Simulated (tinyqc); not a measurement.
Donor or exciton in a quantum well (variational effective-mass method). Changing the well width L. Computed by tinyqc, a small Python program. Command: `OMP_NUM_THREADS=1 python tinyqc.py 3011280 3011281 out.jsonl welldonor sweep`. One thread of a shared host (Intel(R) Xeon(R) Processor @ 2.30GHz), about 0.05 s of CPU time with the checks.

Electron and hole in their lowest subbands f(z) = cos(pi z/L); relative in-plane motion exp(-rho/lambda) (separable trial function), H = -nabla_rho^2 - 2/sqrt(rho^2 + (z_e - z_h)^2) in effective units. Mass and screening are the same in well and barrier; l = L/a* is the width in effective units. Bands are flat: no polarisation or applied field.

Inputs (values chosen for the exercise, modelled on GaN): electron mass m = 0.196 m_0; dielectric constant eps = 9.82; in-plane hole mass m_h = 0.759 m_0.

Centre: exciton. Barriers: infinite.

Constants: Ry = 13.605693123 eV; a_0 = 0.529177210903 angstrom.

Method:
- mu = m m_h/(m + m_h) takes the place of m; Ry* = Ry m/eps^2, a* = a_0 eps/m; l = L/a*.
- k = pi/l; f = cos(k z) inside and zero outside.
- Binding E_b(lambda) = -1/lambda^2 + (8/lambda^2) int_0^l P(z) g(z) dz, with P(z) = (2/l) [(1 - z/l)(1 + cos(2 pi z/l)/2) + (3/(4 pi)) sin(2 pi z/l)] the distribution of |z_e - z_h| and g(z) = int_z^infinity exp(-2 sqrt(r^2 - z^2)/lambda) dr = int_0^infinity exp(-2 rho/lambda) rho/sqrt(rho^2 + z^2) d rho; 40 Gauss-Legendre points in z and 40 in t with rho = lambda t/(1 - t).
- Golden-section search for the maximum over lambda from 0.3 to 4, 40 steps.

One run for each value:
```
well width L (nm)  binding energy (meV)  radius lambda a* (nm)  binding in Ry*
0.23                             79.919                 1.8267          3.6363
0.35                             76.716                 1.8961          3.4905
0.54                             72.451                 1.9951          3.2965
0.83                             67.231                 2.1286          3.0590
1.30                             60.822                 2.3159          2.7674
2.00                             53.972                 2.5534          2.4557
3.00                             47.187                 2.8410          2.1470
4.70                             39.663                 3.2486          1.8047
7.20                             32.844                 3.7430          1.4944
```

What does the table show, and why?

Over the rows, binding energy (meV) falls from 79.9 to 32.8 (exponent d ln y / d ln x -0.097 between the first rows and -0.44 between the last); radius lambda a* (nm) rises from 1.83 to 3.74 (exponent d ln y / d ln x 0.089 between the first rows and 0.33 between the last); binding in Ry* falls from 3.64 to 1.49 (exponent d ln y / d ln x -0.097 between the first rows and -0.44 between the last). Squeezing the envelope brings the charges closer, and the binding rises towards the two-dimensional 4 Ry*.

Caution (rows 0.230, 0.350, 0.540, 0.830, 1.30, 2.00, 3.00): so narrow a well has large confinement energy, where non-parabolicity and barrier penetration matter. Caution (rows 7.20): beyond about two Bohr radii the separable trial function begins to underestimate the binding, and in still wider wells it drops below the bulk value instead of tending to it.

Extremes, crossings and ranges named in words are read from the listed rows.
